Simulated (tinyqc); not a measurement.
Wannier function of the lower band of a two-orbital chain, step by step. Values are carried at full precision from step to step, so a last printed digit may differ when a step is redone from the rounded ones.

H(k) = [[-d/2 - 2 ta cos k, -t1 - t2 exp(-ik)], [-t1 - t2 exp(ik), d/2 - 2 tb cos k]], k in 1/a, Bloch sums with exp(ikR) and without the positions inside the cell. Mesh k_j = 2 pi j/N. Projection gauge: each lower eigenvector u is multiplied by the phase that makes <trial|u> real and positive (the one-band case of Loewdin orthogonalisation). Wannier amplitudes w(R) = (1/N) sum_k exp(ikR) u(k); hoppings H(R) = (1/N) sum_k exp(-ikR) E(k).

Values chosen for the exercise:
```
symbol  value  unit      meaning
d       -1.38  eV        A at -d/2, B at +d/2
t1      1.57   eV        A-B in the cell
t2      1.55   eV        B to A of the next cell
ta      -0.05  eV        A-A between cells
tb      -0.01  eV        B-B between cells
N       8                k points
th      70     degrees   trial orbital cos(th) A + sin(th) B in cell 0
xb      0.48   a         position of B (A at 0)
a       4.5    angstrom  period
kq      1.61   1/a       point off the mesh
```

## Bloch states in the projection gauge

Diagonalise at each mesh point and fix the phase.

Mesh:
```
j  E lower (eV)  E upper (eV)               u_A               u_B  |<trial|u>|
0       -3.1443        3.2643           0.62136           0.78352       0.9488
1       -2.9282        3.0131  0.58736-0.18468i  0.78510+0.06722i       0.9386
2       -2.3116        2.3116  0.48119-0.34526i  0.79590+0.12567i       0.9125
3       -1.4076        1.3228  0.28139-0.42246i  0.84777+0.15376i       0.8929
4       -0.7103        0.5903           0.01538           0.99988       0.9448
5       -1.4076        1.3228  0.28139+0.42246i  0.84777-0.15376i       0.8929
6       -2.3116        2.3116  0.48119+0.34526i  0.79590-0.12567i       0.9125
7       -2.9282        3.0131  0.58736+0.18468i  0.78510-0.06722i       0.9386
```

The projection is smallest at j = 3 and 5 (0.8929); the gauge is smooth as long as it stays away from zero.

## The Wannier function

w(R) = (1/N) sum_j exp(2 pi i j R/N) u_j, for the N cells nearest the origin; it is real.

Amplitudes:
```
R      on A     on B
-3   0.0006  -0.0083
-2   0.0187   0.0023
-1  -0.0638   0.0324
0    0.4171   0.8301
1    0.3235  -0.1086
2   -0.1001   0.0456
3    0.0427  -0.0236
4   -0.0173   0.0137
```

norm = 1.0000

Cell 0 holds 86.3 % of the weight.

## Centre and spread in real space

Point-like orbitals at R (A) and R + xb (B): centre <x>, spread <x^2> - <x>^2.

centre in units of a = 0.482
centre in angstrom = 2.169
spread = 2.991 angstrom^2

## The same from overlaps (Marzari-Vanderbilt)

b = 2 pi/N; M_j = u_j^+ diag(1, exp(-i b xb)) u_(j+1), with u_N = u_0. Centre = -(1/2 pi) sum arg M_j; gauge-invariant part Omega_I = (1/(N b^2)) sum (1 - |M_j|^2); gauge-dependent part Omega_D = (1/(N b^2)) sum (arg M_j + b centre)^2.

Overlaps:
```
j   |M_j|  arg M_j (rad)
0  1.0000        -0.2966
1  0.9995        -0.3102
2  0.9949        -0.3562
3  0.8618        -0.5474
4  0.8618        -0.5474
5  0.9949        -0.3562
6  0.9995        -0.3102
7  1.0000        -0.2966
```

centre from overlaps = 0.481 a
Omega_I = 0.1089 a^2
Omega_D = 0.0164 a^2

The centre is the Berry phase over 2 pi and does not depend on the trial orbital (modulo a). Omega_D is 13.1 % of the total; in one dimension a gauge that spreads the phase evenly removes it. The total is 0.1252 a^2, against 0.1656 a^2 (centre 0.481 a) in real space on 96 cells.

## Hoppings and interpolation

H(R) = (1/N) sum_j E_j cos(2 pi j R/N) for R = 0 to N/2. Interpolation: E(k) = H(0) + 2 sum H(R) cos(kR), the term R = N/2 of an even mesh counted once.

H(0), H(1), ... (eV): -2.1437  -0.5731  0.0961  -0.0354  0.0242

interpolated E(kq) = -2.2747 eV

The exact value is -2.2718 eV; the interpolation is off by -2.9 meV. Though the chain has short hoppings, the single band has longer ones, made by paths through the other orbital, which the tails of the Wannier function carry.

## Checks

- Centre from overlaps against the real-space centre on 200 points: both 0.4814.
- Omega_I + Omega_D against the real-space spread on 200 points: both 0.166.

Program tinyqc; command `OMP_NUM_THREADS=1 python tinyqc.py 1481858 1481859 out.jsonl`; about 0.1 s on one thread of a shared Intel(R) Xeon(R) Processor @ 2.30GHz.
